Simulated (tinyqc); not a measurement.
Competing polymorphs of an oxide film: bulk, surface, grain-boundary, dopant and field terms: one step, computed by the program tinyqc. Command: `OMP_NUM_THREADS=1 python tinyqc.py 3001502 3001503 out.jsonl polymorph walk`. One thread of a shared host (Intel(R) Xeon(R) Processor @ 2.30GHz), about 0.01 s of CPU time with the checks.

Phases: monoclinic m (reference), polar orthorhombic o, tetragonal t. Free energies per formula unit (f.u.); 1 J/m^2 x angstrom^3/nm = 6.241509 meV.

Problem. Phase shares in a spread of grain sizes. With G = b + gamma Omega A (b the bulk free energy per formula unit, A the area per volume), two phases i, j cross at A_ij = (b_j - b_i)/(Omega (gamma_i - gamma_j)); o has a window only if A_mo < A_ot. Grain radii are log-normal by volume with median R and width sigma; the share with A above A* is that with radius below R*, R* = f_b/(A* - 2/h) (all grains if A* <= 2/h), share = (1/2) erfc[-ln(R*/R)/(sqrt 2 sigma)]. Effective permittivity of a layer of thickness h built of such grains, taken in parallel: sum of share x eps; EOT = interlayer + 3.9 h/eps.

Inputs (values chosen for the exercise, for a model oxide):
```
quantity                                   value        unit
surface energy of m                         3.11       J/m^2
surface energy of o                          2.7       J/m^2
surface energy of t                         2.57       J/m^2
grain-boundary energy over surface energy    0.8           -
volume per formula unit Omega               33.4  angstrom^3
film thickness h                              11          nm
grain radius R                                22          nm
temperature T                                500           K
width sigma of ln R                         0.27           -
interlayer thickness (SiO2)                  1.2          nm
```

Geometry: columnar grains in a film.

permittivities of m, o, t: 19  28  39

b (meV/f.u.): m 0.00, o 33.24, t 40.90

Give: volume shares; share of o; effective permittivity; equivalent oxide thickness.

Solution.

volume shares: m 1.0000, o 0.0000, t 0.0000

share of o = 0

effective permittivity = 19.00

equivalent oxide thickness = 3.458 nm

One phase holds nearly all the volume.
